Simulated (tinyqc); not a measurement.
Schottky barrier on an n-type semiconductor with a doping step, non-linear Poisson equation by Newton steps: two steps of the calculation.

One dimension, metal at x = 0, donor density C(x) = N1 for x < x1 and Nd beyond. Energies are counted from the electron Fermi level of the semiconductor and the conduction-band edge is Ec = -psi, so n = Nc exp(psi/Vt); holes follow the Fermi level of the metal, at -V, so p = Nv exp((V - psi - Eg)/Vt). Ends: psi(0) = V - phiB and psi = Vt ln(Nd/Nc) deep inside. Boltzmann statistics, full ionisation, no current, no image force in the Poisson equation.

Parameters, values chosen for the exercise; band and dielectric values close to those of gallium arsenide: temperature T = 300 K; band gap Eg = 1.43 eV; relative permittivity eps_r = 12.7; conduction-band density of states at T Nc = 4.44e17 cm^-3; valence-band density of states at T Nv = 8.93e18 cm^-3; donor density deep in the semiconductor Nd = 4.5e16 cm^-3; barrier height phiB = 0.8 eV; bias of the metal against the semiconductor V = 0 V.

Constants: q = 1.602176634e-19 C, kB = 1.380649e-23 J/K, Vt = kB T/q, eps0 = 8.8541878128e-14 F/cm where lengths are in cm. Results are converted to the units shown.

Task 1. End potentials, built-in voltage, Debye length. psi_0 = V - phiB, psi_b = Vt ln(Nd/Nc), Vbi = phiB - Vt ln(Nc/Nd), LD = sqrt(eps0 eps_r Vt/(q Nd)), W = sqrt(2 eps0 eps_r (Vbi - V)/(q Nd)), hole density at the metal p_0 = Nv exp((phiB - Eg)/Vt).

Find: psi_0; psi_b; Vbi; LD; W for uniform Nd; p_0.

Result 1.

psi_0 = -0.8000 V
psi_b = -0.05918 V
Vbi = 0.7408 V
LD = 20.08 nm
W for uniform Nd = 152.0 nm
p_0 = 2.330e8 cm^-3

The hole density at the metal is 5.2e-9 times Nd, so holes hardly matter.

Task 2. Converged densities, field and barrier lowering. n and p as above; E_i = -(psi_(i+1) - psi_i)/h_i; at the metal |E_0| = |E on interval 0| + q rho_0 (h_0/2)/(eps0 eps_r), rho_0 = p_0 - n_0 + C_0; image-force lowering dphi = sqrt(q |E_0|/(4 pi eps0 eps_r)).

x, node 0 to 10 (nm): [0, 18, 39.6, 65.5, 96.6, 134, 179, 232, 297, 374, 467]
converged psi, node 0 to 10 (V): [-0.80000000, -0.69449071, -0.56922017, -0.42093967, -0.24566686, -0.11695830, -0.06824868, -0.06014777, -0.05925263, -0.05918347, -0.05917942]
donor density C, node 0 to 10 (cm^-3): [2.2e15, 2.2e15, 2.2e15, 2.2e15, 4.5e16, 4.5e16, 4.5e16, 4.5e16, 4.5e16, 4.5e16, 4.5e16]

Find: n; p; field E; |E_0| at the metal; image-force lowering.

Result 2.

n, node 0 to 10 (cm^-3): [16143, 9.5599e5, 1.2159e8, 3.7662e10, 3.3141e13, 4.8147e15, 3.1685e16, 4.3346e16, 4.4873e16, 4.4993e16, 4.5000e16]
p, node 0 to 10 (cm^-3): [2.3298e8, 3.9340e6, 30930, 99.858, 0.11348, 7.8113e-4, 1.1870e-4, 8.6765e-5, 8.3813e-5, 8.3589e-5, 8.3576e-5]
field E, interval 0 to 9 (kV/cm): [-58.616, -57.996, -57.251, -56.358, -34.414, -10.824, -1.528, -0.138, -0.009, 0.000]
|E_0| at the metal = 58.898 kV/cm
image-force lowering = 25.842 mV

Numbers from tinyqc (`OMP_NUM_THREADS=1 python tinyqc.py 2020080 2020081 out.jsonl`; about 0.06 s on one thread of a shared Intel Xeon 2.30GHz).
